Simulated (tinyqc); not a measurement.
Inputs raised by 10 %, one at a time: donor in an ellipsoidal valley (Kohn-Luttinger variational method). Computed by tinyqc, a small Python program. Command: `OMP_NUM_THREADS=1 python tinyqc.py 3007453 3007454 out.jsonl kohnlutt sens`. One thread of a shared host (Intel(R) Xeon(R) Processor @ 2.30GHz), about 0.08 s of CPU time with the checks.

H = -(d^2/dx^2 + d^2/dy^2) - gamma d^2/dz^2 - 2/r in units built on m_t, with gamma = m_t/m_l and z along the valley axis. One valley; no valley-orbit or central-cell term.

Inputs (values chosen for the exercise, modelled on silicon): transverse mass m_t = 0.194 m_0; longitudinal mass m_l = 0.942 m_0; dielectric constant eps = 11.8.

Constants: Ry = 13.605693123 eV; a_0 = 0.529177210903 angstrom.

Method:
- Ry* = Ry m_t/eps^2, a* = a_0 eps/m_t, gamma = m_t/m_l.
- Trial function exp(-sqrt((x^2 + y^2)/a^2 + z^2/b^2)) with beta = b/a < 1: E = t/a^2 - u/a, t = (2 + gamma/beta^2)/3, u = 2 arcsin(sqrt(1 - beta^2))/sqrt(1 - beta^2); the best a is 2 t/u and E(beta) = -u^2/(4 t).
- Golden-section search on beta from 0.05 to 0.999, 60 steps.
- Gaussian basis: g = P exp(-al (x^2 + y^2) - be z^2) with P = 1 (s-like), z (2p0) or x (2p+-); al = 0.004 x 2.6^k, k = 0..11, and be/al = 1, gamma^(-1/2) or 1/gamma (36 functions); 1/r = (2/sqrt(pi)) int exp(-t^2 r^2) dt by 48 Gauss-Legendre points after t = sqrt(al_i + al_j) tan(theta); overlap eigenvalues below 1e-10 are dropped.

Runs:

| input moved | from | to | 1s binding energy, trial function (meV) | 2p0 binding energy (meV) | 2p+- binding energy (meV) | radius a of the 1s trial function (angstrom) |
|---|---|---|---|---|---|---|
| base run | - | - | 29.740 | 10.970 | 6.0918 | 24.051 |
| transverse mass m_t (m_0) | 0.194 | 0.2134 | 31.969 | 11.542 | 6.6221 | 22.195 |
| longitudinal mass m_l (m_0) | 0.942 | 1.0362 | 30.417 | 11.460 | 6.1620 | 23.700 |
| dielectric constant eps | 11.8 | 12.98 | 24.578 | 9.066 | 5.0345 | 26.456 |

Exponents ln(y'/y) / ln(x'/x):

| input | 1s binding energy, trial function | 2p0 binding energy | 2p+- binding energy | radius a of the 1s trial function |
|---|---|---|---|---|
| transverse mass m_t | 0.758 | 0.534 | 0.876 | -0.843 |
| longitudinal mass m_l | 0.236 | 0.458 | 0.120 | -0.154 |
| dielectric constant eps | -2.000 | -2.000 | -2.000 | 1.000 |

To which inputs is each result most sensitive?

Among the inputs moved here: 1s binding energy, trial function answers most in size to dielectric constant eps (exponent -2.000), next to transverse mass m_t (+0.758). Its exponent -2.000 in dielectric constant eps: energies scale as 1/eps^2 and lengths as eps. 2p0 binding energy answers most in size to dielectric constant eps (exponent -2.000), next to transverse mass m_t (+0.534). Its exponent -2.000 in dielectric constant eps: energies scale as 1/eps^2 and lengths as eps. 2p+- binding energy answers most in size to dielectric constant eps (exponent -2.000), next to transverse mass m_t (+0.876). Its exponent -2.000 in dielectric constant eps: energies scale as 1/eps^2 and lengths as eps. Radius a of the 1s trial function answers most in size to dielectric constant eps (exponent +1.000), next to transverse mass m_t (-0.843). Its exponent +1.000 in dielectric constant eps: energies scale as 1/eps^2 and lengths as eps.
